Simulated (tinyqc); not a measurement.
Inside a calculation: band gaps under pressure and temperature from deformation potentials. Values are carried at full precision from step to step, so a last printed digit may differ when a step is redone from the rounded ones.

Murnaghan: V/V0 = (1 + Bp P/B0)^(-1/Bp), B0 = (C11 + 2 C12)/3. Each gap moves by a ln(V/V0) with its volume potential a, and falls with temperature by aV T^2/(T + bV) (Varshni); the two effects are added. No change of phase is considered.

Parameters, chosen for this exercise (near those of InP, the X and L potentials typical of such crystals; shifted at random, so the results belong to these values and not to a real crystal):

| symbol | value | unit | meaning |
|---|---|---|---|
| C11 | 99.3 | GPa |  |
| C12 | 56.7 | GPa |  |
| Bp | 4.2 |  | pressure derivative of the bulk modulus |
| P | 4.4 | GPa | pressure |
| Eg | 1.442 | eV | gap at Gamma to the s-like level at 0 K, 0 GPa |
| EgX | 2.397 | eV | gap to X at 0 K, 0 GPa |
| EgL | 2.022 | eV | gap to L at 0 K, 0 GPa |
| aG | -6.49 | eV | volume potential of the Gamma gap |
| aX | 1.13 | eV | volume potential of the X gap |
| aL | -3.02 | eV | volume potential of the L gap |
| aV | (0.362, 0.469, 0.352) | meV/K | Varshni alpha of Gamma, X, L |
| bV | (151, 210, 151) | K | Varshni beta of Gamma, X, L |
| T | 400 | K | temperature |
| aT | 4.7 | 1e-6/K | linear thermal expansion near 300 K |

## Volume under pressure

Give B0, V/V0, ln(V/V0), the change of the lattice constant and the linear estimate -P/B0.

B0 = 70.90 GPa
V/V0 = 0.94634
ln(V/V0) = -0.05515
change of a = -1.822 %
-P/B0 = -0.06206

The stiffening under pressure makes the compression 11.1 % smaller than the linear estimate.

## Gaps at P and T

Give both shifts and the gaps.

pressure shifts (eV): Gamma 0.3579, X -0.0623, L 0.1666

temperature shifts (eV): Gamma -0.1051, X -0.1230, L -0.1022

gaps (eV): Gamma 1.6948, X 2.2117, L 2.0863

The lowest valley is Gamma (direct gap), 392 meV below L; at 0 K and 0 GPa it is Gamma.

## Pressure coefficients

Expand in P: E = E0 + c1 P + c2 P^2 with c1 = -a/B0 and c2 = a Bp/(2 B0^2).

c1 (meV/GPa): Gamma 91.54, X -15.94, L 42.60

c2 (meV/GPa^2): Gamma -2.711, X 0.472, L -1.262

Gamma and L rise under pressure and X falls, as the signs of the volume potentials say.

## Pressures at which the valleys cross

Two gaps meet at ln(V/V0) = -(E_i - E_j)/(a_i - a_j), with the gaps at T and P = 0; then P = (B0/Bp)(exp(-Bp ln(V/V0)) - 1). A dash marks expansion or a compression beyond ln(V/V0) = -0.3.

Crossings:

| pair | E_i - E_j (eV) | ln(V/V0) | P (GPa) |
|---|---|---|---|
| Gamma-X | -0.9371 | -0.1230 | 11.41 |
| Gamma-L | -0.5829 | -0.1680 | 17.30 |
| L-X | -0.3542 | -0.0853 | 7.28 |

The lowest valley changes at 11.41 GPa (Gamma to X). The real crystal changes phase near 10 GPa, so a crossing above that is not reached.

## How much of dE/dT is thermal expansion

At 300 K: dE/dT = -aV T (T + 2 bV)/(T + bV)^2; expansion alone gives 3 aT a; the rest is electron-phonon coupling.

dE/dT (meV/K): Gamma -0.3214, X -0.3895, L -0.3125

from expansion (meV/K): Gamma -0.0915, X 0.0159, L -0.0426

remainder (meV/K): Gamma -0.2299, X -0.4054, L -0.2700

Expansion supplies 28 % of the slope at Gamma and 14 % at L; at X it works against the fall.

## Checks

- Slope of the Gamma gap at P = 0 by finite differences against c1 (meV/GPa): both 91.537.

Computed by tinyqc, a small Python program: `OMP_NUM_THREADS=1 python tinyqc.py 1050934 1050935 out.jsonl` (the numbers bound the seed that draws the inputs); one thread of a shared host (Intel(R) Xeon(R) Processor @ 2.30GHz), about 0.01 s for the whole set of steps.
